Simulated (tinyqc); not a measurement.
Tunnelling through a gate dielectric with the two-band (Franz) dispersion, WKB transmission and Tsu-Esaki current: one step of the calculation.

Electrons leave the emitter at x = 0. Energies E (motion across the layers) are in eV from the emitter Fermi level; the collector Fermi level lies at -V and offers states at every E. No charge in the dielectric and no image force: F1 = V/t1, U = phi1 - F1 x. With C = hbar^2/(2 m0), kappa = sqrt(m u (1 - u/Egx)/C), u = U - E where U > E and 0 elsewhere; T(E) = exp(-S), S = 2 times the integral of kappa over x.

Question. Current density on a coarse energy grid. Each layer adds (2/F) sqrt(m/C) [G(u at its left edge) - G(u at its right edge)] to S, with u = U - E (0 where negative) and G(u) = Egx^1.5 (th - sin(4 th)/4)/4, th = arcsin sqrt(u/Egx). The slope follows from 1/d = -dS/dE.

J = J0 times the integral of T(E) N(E) dE, N = ln[(1 + exp(-E/Vt))/(1 + exp((-E - V)/Vt))], J0 = q^2 me m0 kB T/(2 pi^2 hbar^3) (times 1e-4 for A/cm^2 per eV), by Simpson's rule on nE equally spaced points from Ea to Eb.

Parameters, values chosen for the exercise; dielectric values close to those of silicon dioxide: temperature T = 77 K; Fermi energy of the emitter above its band bottom Ef = 0.49 eV; emitter mass in the supply function me = 1 m0; barrier of layer 1 above the emitter Fermi level at zero bias phi1 = 3.08 eV; tunnelling mass of layer 1 m1 = 0.51 m0; thickness of layer 1 t1 = 6.7 nm; gap parameter of the two-band dispersion, set freely Egx = 8.8 eV; voltage across the dielectric V = 4.9 V; lower end of the energy grid Ea = -0.49 eV; upper end of the energy grid Eb = 0.066 eV; points of the energy grid nE = 15.

Constants: q = 1.602176634e-19 C, kB = 1.380649e-23 J/K, hbar = 1.054571817e-34 J s, m0 = 9.1093837015e-31 kg, Vt = kB T/q, hbar^2/(2 m0) = 0.0380998212 eV nm^2. Results are converted to the units shown.

Give: E; T(E); N; T(E) N; J0; J.

Answer.

```
point   E (eV)       T(E)         N     T(E) N
0      -0.4900  1.109e-17     73.85  8.190e-16
1      -0.4503  1.977e-17     67.86  1.342e-15
2      -0.4106  3.522e-17     61.88  2.179e-15
3      -0.3709  6.265e-17     55.89  3.502e-15
4      -0.3311  1.113e-16     49.91  5.556e-15
5      -0.2914  1.976e-16     43.92  8.678e-15
6      -0.2517  3.502e-16     37.94  1.329e-14
7      -0.2120  6.199e-16     31.95  1.981e-14
8      -0.1723  1.096e-15     25.96  2.845e-14
9      -0.1326  1.934e-15     19.98  3.865e-14
10     -0.0929  3.409e-15     13.99  4.771e-14
11     -0.0531  6.000e-15     8.009  4.806e-14
12     -0.0134  1.054e-14     2.148  2.264e-14
13      0.0263  1.849e-14   0.01886  3.487e-16
14      0.0660  3.238e-14  4.788e-5  1.550e-18
```

J0 = 1.074e8 A/(cm^2 eV)
J = 1.026e-6 A/cm^2

The integrand peaks at E = -0.0531 eV among these points.

Program tinyqc, `OMP_NUM_THREADS=1 python tinyqc.py 2540128 2540129 out.jsonl`; Intel Xeon 2.30GHz, shared host, one thread, about 0.04 s.
